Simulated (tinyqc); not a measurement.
Comparisons within one model: linear model of a band gap against the share of exact exchange. A value that a table varies takes the place of the one given here.

E(alpha) = E0 + S alpha. A wider gap screens less, modelled in the Penn form eps(alpha) = 1 + (e0 - 1)(EP/(EP + S alpha))^2 with a scale EP chosen for the exercise. A dielectric-dependent hybrid takes alpha = 1/eps.

Values chosen for the exercise (of the order of those of TiO2; shifted at random, so the results belong to these values and not to a real crystal):

| symbol | value | unit | meaning |
|---|---|---|---|
| E0 | 1.94 | eV | gap of the semi-local functional |
| S | 8.42 | eV | slope dE/d(alpha) |
| e0 | 8.25 |  | optical dielectric constant at alpha = 0 |
| EP | 13.9 | eV | energy scale of the screening |
| Et | 3.27 | eV | target gap |

## Sweep of alpha

Also the exciton scale relative to alpha = 0, (m/m(0))(eps(0)/eps)^2, with a mass proportional to E + D, D = E0/2 + 0.3 eV, a k.p rule for direct gaps only.

Results:

| alpha | E (eV) | eps | alpha eps | exciton scale |
|---|---|---|---|---|
| 0.00 | 1.940 | 8.250 | 0.000 | 1.00 |
| 0.05 | 2.361 | 7.830 | 0.392 | 1.26 |
| 0.10 | 2.782 | 7.445 | 0.745 | 1.55 |
| 0.15 | 3.203 | 7.093 | 1.064 | 1.89 |
| 0.20 | 3.624 | 6.768 | 1.354 | 2.27 |
| 0.25 | 4.045 | 6.468 | 1.617 | 2.69 |
| 0.35 | 4.887 | 5.935 | 2.077 | 3.71 |
| 0.50 | 6.150 | 5.271 | 2.636 | 5.66 |

alpha eps reaches 1 between alpha = 0.1 and 0.15 (fixed point 0.140), and the target gap is met between 0.15 and 0.2. At the fixed point the gap is 3.12 eV, -0.15 eV from the target. From 0 to 0.25 the gap grows by 2.10 eV while eps falls by 22 %; the exciton scale, which takes both, grows by a factor of 2.69 (formal for an indirect gap).

## What each parameter does

Fixed point alpha = 1/eps(alpha), gap and eps there. Each row changes one parameter from the base and keeps the others.

Results:

| case | alpha | E (eV) | eps |
|---|---|---|---|
| base | 0.1396 | 3.115 | 7.164 |
| E0 = 2.134 eV | 0.1396 | 3.309 | 7.164 |
| S = 9.262 eV | 0.1418 | 3.253 | 7.052 |
| e0 = 7.425 | 0.1573 | 3.265 | 6.355 |
| EP = 15.29 eV | 0.1377 | 3.099 | 7.264 |

The largest shifts from the base row, up to three for each result and ties (the steps differ in size, so this ranks the rows, not the parameters). alpha: e0 +0.0177, S +0.0022, EP -0.0019; unchanged at the printed digits by E0. E (eV): E0 +0.194, e0 +0.149, S +0.138. eps: e0 -0.808, S -0.111, EP +0.101; unchanged at the printed digits by E0.

Run: tinyqc, `OMP_NUM_THREADS=1 python tinyqc.py 1850641 1850642 out.jsonl`; Intel(R) Xeon(R) Processor @ 2.30GHz, one thread, shared host; about 0.01 s of CPU time with all checks.
